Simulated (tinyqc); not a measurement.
Inside a calculation (part 2 of 2). Method: CIS and TDHF on RHF in the sto-3g basis, for H6, spin multiplicity 1. Computed by tinyqc, a small Python program that keeps every step (integrals from PySCF). Command: `OMP_NUM_THREADS=1 python tinyqc.py 31417 31418 out.jsonl` (the two numbers bound the seeds that draw the settings). One thread of a shared host (Intel(R) Xeon(R) Processor @ 2.60GHz), about 0.07 s of CPU time with the checks.

Geometry (angstrom):
```
atom         x         y         z
H     0.000000  0.000000  0.000000
H     0.000000  0.000000  0.842000
H     0.000000  0.000000  1.956000
H     0.000000  0.000000  2.799000
H     0.000000  0.000000  3.913000
H     0.000000  0.000000  4.755000
```

## CIS matrix, triplets

orbital energies (hartree): MO1 -0.685019, MO2 -0.569738, MO3 -0.407188, MO4 0.350403, MO5 0.703600, MO6 1.128513

Two-electron integrals over orbitals (pq|rs), unique and non-zero (hartree):
```
(11|11) 0.428420    (21|21) 0.129796    (22|11) 0.340996    (22|22) 0.392770
(31|11) 0.082478    (31|22) -0.046974   (31|31) 0.121357    (32|21) -0.119410
(32|32) 0.140309    (33|11) 0.390263    (33|22) 0.354929    (33|31) 0.038168
(33|33) 0.391200    (41|21) -0.041515   (41|32) -0.006630   (41|41) 0.080921
(42|11) -0.065098   (42|22) -0.001184   (42|31) -0.054299   (42|33) -0.013149
(42|42) 0.076117    (43|21) -0.069290   (43|32) 0.069345    (43|41) 0.013834
(43|43) 0.083305    (44|11) 0.391093    (44|22) 0.356005    (44|31) 0.035155
(44|33) 0.380610    (44|42) -0.023906   (44|44) 0.396223    (51|11) 0.007599
(51|22) 0.030728    (51|31) -0.026859   (51|33) -0.012012   (51|42) -0.035527
(51|44) -0.000935   (51|51) 0.049894    (52|21) 0.029075    (52|32) 0.002715
(52|41) -0.055195   (52|43) 0.036499    (52|52) 0.086585    (53|11) -0.072775
(53|22) -0.006374   (53|31) -0.058832   (53|33) -0.027939   (53|42) 0.071405
(53|44) -0.023207   (53|51) -0.028702   (53|53) 0.077337    (54|21) -0.121073
(54|32) 0.133538    (54|41) 0.004060    (54|43) 0.070786    (54|52) -0.000977
(54|54) 0.144170    (55|11) 0.358728    (55|22) 0.397805    (55|31) -0.034723
(55|33) 0.368802    (55|42) -0.007771   (55|44) 0.377932    (55|51) 0.030451
(55|53) -0.011357   (55|55) 0.424184    (61|21) 0.001668    (61|32) 0.017488
(61|41) -0.029413   (61|43) -0.046444   (61|52) -0.030394   (61|54) 0.014330
(61|61) 0.066413    (62|11) -0.012596   (62|22) -0.034855   (62|31) 0.024310
(62|33) 0.000936    (62|42) 0.031272    (62|44) 0.002707    (62|51) -0.044898
(62|53) 0.033137    (62|55) -0.034213   (62|62) 0.047175    (63|21) 0.044553
(63|32) -0.002306   (63|41) -0.076276   (63|43) -0.016656   (63|52) 0.054756
(63|54) -0.002352   (63|61) 0.028904    (63|63) 0.082015    (64|11) -0.084734
(64|22) 0.038600    (64|31) -0.115522   (64|33) -0.040298   (64|42) 0.056166
(64|44) -0.040281   (64|51) 0.023493    (64|53) 0.059441    (64|55) 0.037675
(64|62) -0.023455   (64|64) 0.124866    (65|21) -0.132174   (65|32) 0.123532
(65|41) 0.042653    (65|43) 0.073336    (65|52) -0.030422   (65|54) 0.130171
(65|61) -0.002738   (65|63) -0.049676   (65|65) 0.149233    (66|11) 0.458891
(66|22) 0.365084    (66|31) 0.090285    (66|33) 0.421126    (66|42) -0.072716
(66|44) 0.428255    (66|51) 0.008739    (66|53) -0.083117   (66|55) 0.394743
(66|62) -0.015009   (66|64) -0.099606   (66|66) 0.520329
```

A(ia,jb) = (e_a - e_i) d_ij d_ab - (ij|ab).

CIS matrix A, triplet (hartree):
```
           1>4       1>5        1>6        2>4        2>5        2>6        3>4        3>5
1>4   0.644330  0.000000   0.084734   0.000000   0.121073   0.000000  -0.035155   0.000000
1>5   0.000000  1.029892   0.000000   0.121073   0.000000   0.132174   0.000000   0.034723
1>6   0.084734  0.000000   1.354641   0.000000   0.132174   0.000000   0.115522   0.000000
2>4   0.000000  0.121073   0.000000   0.564135   0.000000  -0.038600   0.000000  -0.133538
2>5   0.121073  0.000000   0.132174   0.000000   0.875533   0.000000  -0.133538   0.000000
2>6   0.000000  0.132174   0.000000  -0.038600   0.000000   1.333166   0.000000  -0.123532
3>4  -0.035155  0.000000   0.115522   0.000000  -0.133538   0.000000   0.376981   0.000000
3>5   0.000000  0.034723   0.000000  -0.133538   0.000000  -0.123532   0.000000   0.741987
3>6   0.115522  0.000000  -0.090285   0.000000  -0.123532   0.000000   0.040298   0.000000

           3>6
1>4   0.115522
1>5   0.000000
1>6  -0.090285
2>4   0.000000
2>5  -0.123532
2>6   0.000000
3>4   0.040298
3>5   0.000000
3>6   1.114574
```

## CIS triplet states

Diagonalise A (1 hartree = 27.211386 eV); each vector has its largest component positive (the first on a tie).

triplet excitation energies (eV): [8.745969, 12.229317, 14.883573, 21.725793, 24.873503, 27.790933, 31.032024, 38.097432, 39.271431]

lowest vectors, order 1>4, 1>5, 1>6, 2>4, 2>5, 2>6, 3>4, 3>5, 3>6:
$$\begin{pmatrix}
0.064566 & 0.000000 & 0.875232 & 0.000000 & 0.423357 & 0.000000 \\
0.000000 & -0.234590 & 0.000000 & 0.041855 & 0.000000 & 0.914551 \\
-0.146487 & 0.000000 & -0.061239 & 0.000000 & -0.213631 & 0.000000 \\
0.000000 & 0.840139 & 0.000000 & -0.491592 & 0.000000 & 0.227097 \\
0.243019 & 0.000000 & -0.392759 & 0.000000 & 0.813641 & 0.000000 \\
0.000000 & 0.137383 & 0.000000 & 0.152012 & 0.000000 & -0.304175 \\
0.956013 & 0.000000 & 0.020767 & 0.000000 & -0.259938 & 0.000000 \\
0.000000 & 0.469319 & 0.000000 & 0.856433 & 0.000000 & 0.139648 \\
-0.036801 & 0.000000 & -0.274823 & 0.000000 & 0.213431 & 0.000000
\end{pmatrix}$$

## TDHF (RPA) triplet states

B(ia,jb) = - (ib|ja); the squared energies are the eigenvalues of (A - B)(A + B); 1 hartree = 27.211386 eV.

TDHF matrix B, triplet (hartree):
```
           1>4        1>5        1>6        2>4        2>5        2>6        3>4        3>5
1>4  -0.080921   0.000000   0.029413   0.000000   0.035527   0.000000  -0.013834   0.000000
1>5   0.000000  -0.049894   0.000000   0.055195   0.000000   0.030394   0.000000   0.028702
1>6   0.029413   0.000000  -0.066413   0.000000   0.044898   0.000000   0.076276   0.000000
2>4   0.000000   0.055195   0.000000  -0.076117   0.000000  -0.031272   0.000000  -0.036499
2>5   0.035527   0.000000   0.044898   0.000000  -0.086585   0.000000  -0.071405   0.000000
2>6   0.000000   0.030394   0.000000  -0.031272   0.000000  -0.047175   0.000000  -0.054756
3>4  -0.013834   0.000000   0.076276   0.000000  -0.071405   0.000000  -0.083305   0.000000
3>5   0.000000   0.028702   0.000000  -0.036499   0.000000  -0.054756   0.000000  -0.077337
3>6   0.046444   0.000000  -0.028904   0.000000  -0.033137   0.000000   0.016656   0.000000

           3>6
1>4   0.046444
1>5   0.000000
1>6  -0.028904
2>4   0.000000
2>5  -0.033137
2>6   0.000000
3>4   0.016656
3>5   0.000000
3>6  -0.082015
```

squared energies w^2 (hartree^2): [0.077691, 0.177176, 0.278403, 0.633007, 0.825638, 1.037821, 1.290234, 1.957937, 2.078042]

TDHF energies from the positive w^2 (eV): [7.584646, 11.453901, 14.357793, 21.649856, 24.725522, 27.721191, 30.908996, 38.075885, 39.226339]
